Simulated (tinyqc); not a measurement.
Inside a calculation. Model: double-gate transistor below threshold, two-dimensional Poisson equation on a small mesh.

Computed by the program tinyqc: `OMP_NUM_THREADS=1 python tinyqc.py 2480137 2480138 out.jsonl`, one thread of a shared Intel Xeon 2.30GHz, about 0.2 s for the whole run. Printed values are rounded.

Half of a symmetric double-gate structure: row 0 is the mid-plane of the body, where the normal field vanishes. Mobile charge is neglected (subthreshold), the body is fully depleted, and potentials are counted from the intrinsic level; rows run upward to the gate, columns from source to drain.

Parameters, values chosen for the exercise; semiconductor permittivity made up:
- T = 300 K (temperature)
- eps_r = 13.1 (relative permittivity of the semiconductor)
- eox = 9 (relative permittivity of the insulator)
- tb = 3 nm (half the body thickness)
- tox = 3 nm (insulator thickness)
- L = 27 nm (channel length)
- Na = 5.2e17 cm^-3 (acceptor density of the depleted body)
- Vbi = 0.56 V (potential of the source)
- Vfb = -0.1 V (gate offset)
- Vg = 0 V (gate voltage)
- Vd = 0.5 V (drain voltage)

Constants: q = 1.602176634e-19 C, kB = 1.380649e-23 J/K, Vt = kB T/q, eps0 = 8.8541878128e-14 F/cm where lengths are in cm. Results are converted to the units shown.

## Coefficients of the five-point equations

Mesh: rows i = 0..3 in the semiconductor (step hs = tb/3, row 3 on the interface), then 2 step(s) ho = tox/2 up to the gate row 5; columns j = 0..6 (step hy = L/6). Box integration, divided by eps0: up_i = eps hy/h of the interval above row i, dn_i = that of the interval below (0 for row 0), lat_i = (sum of eps h/2 over the intervals above and below)/hy, s_i = -q Na w_i hy/eps0 with w_i the semiconductor height of the box (hs/2 for row 0 and the interface row, hs between, 0 in the insulator). Each free node obeys (up + dn + 2 lat) psi = up psi(above) + dn psi(below) + lat [psi(left) + psi(right)] + s.

```
row     up     dn      lat       s (V)
0    58.95      0  1.45556  -0.0211713
1    58.95  58.95  2.91111  -0.0423426
2    58.95  58.95  2.91111  -0.0423426
3       27  58.95  2.95556  -0.0211713
4       27     27        3           0
```

## Iteration 1: over-relaxation sweep (omega = 1.5)

psi at the start (fixed values on the edges, free nodes at the gate value) (V):
```
           j=0      j=1      j=2      j=3      j=4      j=5      j=6
row 0  0.56000  0.10000  0.10000  0.10000  0.10000  0.10000  1.06000
row 1  0.56000  0.10000  0.10000  0.10000  0.10000  0.10000  1.06000
row 2  0.56000  0.10000  0.10000  0.10000  0.10000  0.10000  1.06000
row 3  0.56000  0.10000  0.10000  0.10000  0.10000  0.10000  1.06000
row 4  0.33000  0.10000  0.10000  0.10000  0.10000  0.10000  0.58000
row 5  0.10000  0.10000  0.10000  0.10000  0.10000  0.10000  0.10000
```

Free nodes: rows 0..4, columns 1..5, taken row by row from row 0, left to right. t = (up psi(above) + dn psi(below) + lat [psi(left) + psi(right)] + s)/(up + dn + 2 lat), with the newest neighbours; psi(new) = psi + 1.5 (t - psi).

psi after iteration 1 (V):
```
           j=0      j=1      j=2      j=3      j=4      j=5      j=6
row 0  0.56000  0.11572  0.10004  0.09949  0.09947  0.13335  1.06000
row 1  0.56000  0.12696  0.10047  0.09914  0.09908  0.15717  1.06000
row 2  0.56000  0.13499  0.10106  0.09891  0.09879  0.17419  1.06000
row 3  0.56000  0.15554  0.10335  0.09876  0.09843  0.21732  1.06000
row 4  0.33000  0.15474  0.10637  0.09964  0.09891  0.21511  0.58000
row 5  0.10000  0.10000  0.10000  0.10000  0.10000  0.10000  0.10000
```

## Iteration 2: over-relaxation sweep (omega = 1.5)

As before.

psi after iteration 2 (V):
```
           j=0      j=1      j=2      j=3      j=4      j=5      j=6
row 0  0.56000  0.14640  0.10175  0.09855  0.09956  0.19840  1.06000
row 1  0.56000  0.16043  0.10336  0.09819  0.10072  0.22816  1.06000
row 2  0.56000  0.18114  0.10658  0.09804  0.10203  0.27179  1.06000
row 3  0.56000  0.19649  0.11172  0.09872  0.10752  0.30380  1.06000
row 4  0.33000  0.15549  0.10886  0.09990  0.11424  0.21708  0.58000
row 5  0.10000  0.10000  0.10000  0.10000  0.10000  0.10000  0.10000
```

## Course of the iteration: over-relaxation sweep (omega = 1.5)

Stop when the largest change of psi is below 1e-7 V, or after 400 iterations. Fixed values: gate row Vg - Vfb; column 0 at Vbi and the last column at Vbi + Vd in the semiconductor, each running linearly to Vg - Vfb across the insulator.

Course of the iteration:
```
iteration  psi at row 0, j = 3 (V)  largest |change| of one entry (V)
1                        0.0994881                              0.117
2                        0.0985526                             0.0976
3                        0.0978228                             0.0839
4                        0.0981627                             0.0858
5                         0.100925                             0.0614
6                         0.106349                             0.0278
7                         0.114893                             0.0196
8                         0.123877                             0.0165
9                         0.132730                             0.0124
...                            ...                                ...
47                        0.169194                            7.22e-7
48                        0.169194                            5.62e-7
49                        0.169195                            4.37e-7
50                        0.169195                            3.40e-7
51                        0.169195                            2.64e-7
52                        0.169195                            2.05e-7
53                        0.169196                            1.60e-7
54                        0.169196                            1.24e-7
55                        0.169196                            9.66e-8
```

Converged in 55 iterations. At the end each change is about 0.78 times the one before: linear convergence.

## Barrier, swing and barrier lowering

converged psi (V):
```
           j=0      j=1      j=2      j=3      j=4      j=5      j=6
row 0  0.56000  0.28496  0.17946  0.16920  0.24544  0.48418  1.06000
row 1  0.56000  0.28114  0.17747  0.16742  0.24179  0.47622  1.06000
row 2  0.56000  0.26938  0.17157  0.16219  0.23095  0.45172  1.06000
row 3  0.56000  0.24881  0.16202  0.15382  0.21333  0.40880  1.06000
row 4  0.33000  0.18013  0.13336  0.12893  0.16074  0.26600  0.58000
row 5  0.10000  0.10000  0.10000  0.10000  0.10000  0.10000  0.10000
```

d psi/dVg on row 0: j=0 0.000000, j=1 0.588028, j=2 0.826556, j=3 0.886527, j=4 0.826556, j=5 0.588028, j=6 0.000000
d psi/dVd on row 0: j=0 0.00000, j=1 0.00677, j=2 0.02074, j=3 0.05674, j=4 0.15271, j=5 0.40520, j=6 1.00000

The barrier is read along row 0, the path farthest from the gate. Take the node j of lowest psi: barrier Vbi - psi_j; swing Vt ln 10/(d psi_j/dVg); DIBL = (d psi_j/dVd)/(d psi_j/dVg). The derivatives solve the same equations with s = 0 and a unit change of that voltage.

j = 3
barrier = 0.390804 V
swing = 67.1457 mV/decade
DIBL = 63.9989 mV/V

A mesh of 12, 8 and 80 steps (semiconductor, insulator, channel) gives a barrier of 0.406 V, a swing of 66.5 mV a decade and a DIBL of 38.0 mV/V; the small mesh puts the barrier 3.8 % below that.
